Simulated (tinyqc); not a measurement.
Mass anisotropy: shallow donor in an anisotropic valley (effective-mass theory).

One valley: H = -c [(d2/dx2 + d2/dy2)/mt + (d2/dz2)/ml] - q/(eps r), c = hbar^2/2m0, q = e^2/(4 pi eps0). Trial function exp(-sqrt((x^2 + y^2)/a^2 + z^2/b^2)) with a > b: T = (c/3)(2/(mt a^2) + 1/(ml b^2)), V = -(q/eps) atan(u/b)/u, u = sqrt(a^2 - b^2). The central cell of the impurity is left out.

Constants: hbar^2/2m0 = 3.80998211 eV angstrom^2; e^2/(4 pi eps0) = 14.39964547 eV angstrom; Ry = 13.60569312 eV; a0 (Bohr radius) = 0.5291772105 angstrom.

Inputs chosen for the exercise (out of a larger set: near those of Ge; not measured data): mt = 0.084 m0 (transverse mass); eps = 15.9 (dielectric constant); xs = (1.5, 2.3, 3.6, 5.6, 13, 18, 40, 240) (ratios ml/mt).

mt and eps fixed, ml varied. Energies in units of Ry*(mt) = Ry mt/eps^2 and lengths in a*(mt) = a0 eps/mt; the last two columns use one mass, 3/(1/ml + 2/mt) or (ml mt^2)^(1/3).

Results:
```
ml/mt,a/a*,b/a,binding,conductivity mass,density-of-states mass
1.50,0.920,0.866,1.139,1.125,1.145
2.30,0.848,0.744,1.292,1.232,1.320
3.60,0.784,0.636,1.457,1.317,1.533
5.60,0.731,0.545,1.622,1.377,1.776
13.0,0.652,0.407,1.935,1.444,2.351
18.0,0.627,0.364,2.052,1.459,2.621
40.0,0.577,0.277,2.325,1.481,3.420
240,0.507,0.151,2.833,1.497,6.214
```

The binding grows from 1.14 to 2.83 Ry*(mt); for ml going to infinity the exact problem becomes two-dimensional, with 4 Ry*. The conductivity mass saturates at 1.5 and underbinds, by 15 % at ml/mt = 5.6; the density-of-states mass errs by +9 % there and by +119 % in the last row. With these mt and eps one unit is 4.52 meV.

Program tinyqc; command `OMP_NUM_THREADS=1 python tinyqc.py 1282049 1282050 out.jsonl`; about 0.01 s on one thread of a shared Intel(R) Xeon(R) Processor @ 2.30GHz.
